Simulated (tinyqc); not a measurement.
Deep level with several charge states, and Shockley-Read-Hall recombination: one step. The neutral state. Five cases, with inputs chosen for the exercise.

Problem. Solve for EF.

Energies from Ev. The defect has charge states +1, 0, -1 with weights 1, gm exp((EF - E1)/kT), exp((2 EF - E1 - E2)/kT); the shares are the weights over their sum. Boltzmann carriers: n = Nc exp((EF - Eg)/kT), p = Nv exp(-EF/kT). Neutrality: p - n + Nd + Nt <q> = 0.

Constants: kB = 8.617333262e-05 eV/K.

Give: EF; shares at EF; n; p.

Case 1.

Values chosen (gap and densities of states near those of GaAs at this temperature; the results hold for these values, not for the real material): Eg = 1.4 eV (gap); Nc = 5.42e+17 1/cm^3 (conduction-band density of states); Nv = 1.19e+19 1/cm^3 (valence-band density of states); T = 350 K; E1 = 0.484 eV (level (+1/0) above Ev); E2 = 0.949 eV (level (0/-1) above Ev); gm = 1 (degeneracy of the middle state, the others 1); Nt = 3.4e+13 1/cm^3 (defects); Nd = -2.4e+13 1/cm^3 (ionised shallow donors minus acceptors).

Solution.

EF = 0.4667 eV

shares at EF: +1 0.639, 0 0.361, -1 0.000

n = 1.98e+04 1/cm^3
p = 2.26e+12 1/cm^3

Without the defects the majority density would be 2.40e+13 1/cm^3; with them the density of these carriers is 2.26e+12, so they compensate part of the doping. Most defects are in the state +1.

Case 2.

Values chosen (gap and densities of states near those of Si at this temperature; the results hold for these values, not for the real material): Eg = 1.153 eV (gap); Nc = 2.15e+19 1/cm^3 (conduction-band density of states); Nv = 8.88e+18 1/cm^3 (valence-band density of states); T = 250 K; E1 = 0.536 eV (level (+1/0) above Ev); E2 = 0.903 eV (level (0/-1) above Ev); gm = 2 (degeneracy of the middle state, the others 1); Nt = 1.4e+15 1/cm^3 (defects); Nd = 2.5e+14 1/cm^3 (ionised shallow donors minus acceptors).

Solution.

EF = 0.8779 eV

shares at EF: +1 0.000, 0 0.865, -1 0.135

n = 6.12e+13 1/cm^3
p = 17.8 1/cm^3

Without the defects the majority density would be 2.50e+14 1/cm^3; with them the density of these carriers is 6.12e+13, so they compensate part of the doping. Most defects are in the state 0.

Case 3.

Values chosen (gap and densities of states near those of Ge at this temperature; the results hold for these values, not for the real material): Eg = 0.601 eV (gap); Nc = 1.9e+19 1/cm^3 (conduction-band density of states); Nv = 9.03e+18 1/cm^3 (valence-band density of states); T = 450 K; E1 = 0.171 eV (level (+1/0) above Ev); E2 = 0.472 eV (level (0/-1) above Ev); gm = 2 (degeneracy of the middle state, the others 1); Nt = 6.6e+14 1/cm^3 (defects); Nd = 8.6e+15 1/cm^3 (ionised shallow donors minus acceptors).

Solution.

EF = 0.3133 eV

shares at EF: +1 0.012, 0 0.979, -1 0.008

n = 1.14e+16 1/cm^3
p = 2.80e+15 1/cm^3

Without the defects the majority density would be 1.14e+16 1/cm^3; with them the density of these carriers is 1.14e+16, nearly the same. Most defects are in the state 0.

Case 4.

Values chosen (gap and densities of states near those of Si at this temperature; the results hold for these values, not for the real material): Eg = 1.091 eV (gap); Nc = 4.91e+19 1/cm^3 (conduction-band density of states); Nv = 2.08e+19 1/cm^3 (valence-band density of states); T = 450 K; E1 = 0.806 eV (level (+1/0) above Ev); E2 = 0.738 eV (level (0/-1) above Ev); gm = 2 (degeneracy of the middle state, the others 1); Nt = 4.8e+13 1/cm^3 (defects); Nd = 3.6e+13 1/cm^3 (ionised shallow donors minus acceptors).

Solution.

EF = 0.5790 eV

shares at EF: +1 0.994, 0 0.006, -1 0.000

n = 9.05e+13 1/cm^3
p = 6.82e+12 1/cm^3

Without the defects the majority density would be 4.87e+13 1/cm^3; with them the density of these carriers is 9.05e+13, so they add carriers. Most defects are in the state +1. The level order is inverted (negative U), so the middle state is never the most common.

Case 5.

Values chosen (gap and densities of states near those of Ge at this temperature; the results hold for these values, not for the real material): Eg = 0.68 eV (gap); Nc = 1e+19 1/cm^3 (conduction-band density of states); Nv = 5.21e+18 1/cm^3 (valence-band density of states); T = 300 K; E1 = 0.221 eV (level (+1/0) above Ev); E2 = 0.416 eV (level (0/-1) above Ev); gm = 2 (degeneracy of the middle state, the others 1); Nt = 9.5e+13 1/cm^3 (defects); Nd = 9.4e+14 1/cm^3 (ionised shallow donors minus acceptors).

Solution.

EF = 0.4388 eV

shares at EF: +1 0.000, 0 0.453, -1 0.547

n = 8.88e+14 1/cm^3
p = 2.21e+11 1/cm^3

Without the defects the majority density would be 9.40e+14 1/cm^3; with them the density of these carriers is 8.88e+14, so they compensate part of the doping. Most defects are in the state -1.

Computed by tinyqc, one run a case: `OMP_NUM_THREADS=1 python tinyqc.py N N+1 out.jsonl` with N = 1681629, 1681673, 1681753, 1681809, 1681912; one thread of a shared Intel(R) Xeon(R) Processor @ 2.30GHz, about 0.01 s a run at most.
